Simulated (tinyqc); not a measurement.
Fermi-level pinning at a metal contact (Cowley-Sze model): barrier against work function.

Interface states of density Ds lie behind a thin layer of thickness dl. Neglecting the depletion charge, the barrier for electrons is phi = S (pM - chi) + (1 - S) E0 with S = 1/(1 + q Ds dl/(eps0 ei)); the barrier for holes is Eg - phi.

phi is listed beside the Schottky-Mott value pM - chi.

Parameters, values chosen for the exercise; material values close to those of silicon:
```
symbol,value,unit,meaning
Eg,1.11,eV,band gap
chi,3.98,eV,electron affinity
Ds,3.6e12,cm^-2 eV^-1,density of interface states
E0,0.41,eV,depth of their neutrality level below the conduction edge
dl,0.46,nm,thickness of the interface layer
ei,3.2,,its relative permittivity
```

Constants: q = 1.602176634e-19 C, eps0 = 8.8541878128e-14 F/cm where lengths are in cm. Results are converted to the units shown.

Result of one run:
```
pM - chi (eV)  phi (eV)
0.020000       0.053393
```

Which metal work function pM gave this result: 3.4, 4, 4.3, 4.9 or 5.2 eV?

pM = 4 eV.

The whole series:
```
pM (eV)  pM - chi (eV)  phi (eV)
3.4           -0.58000  -0.49523
3.7           -0.28000  -0.22092
4             0.020000  0.053393
4.3            0.32000   0.32771
4.6            0.62000   0.60202
4.9            0.92000   0.87633
5.2             1.2200    1.1506
5.5             1.5200    1.4250
5.8             1.8200    1.6993
```

phi rises with slope S = 0.914, by 2.19 eV over 2.40 eV of work function, and equals the Schottky-Mott value at pM = chi + E0 = 4.39 eV. For pM = 3.4, 3.7, 5.2, 5.5, 5.8 phi lies outside the gap, where band states take over and the formula no longer holds.

Program tinyqc, `OMP_NUM_THREADS=1 python tinyqc.py 2430171 2430172 out.jsonl`; Intel Xeon 2.30GHz, shared host, one thread, about 0.01 s.
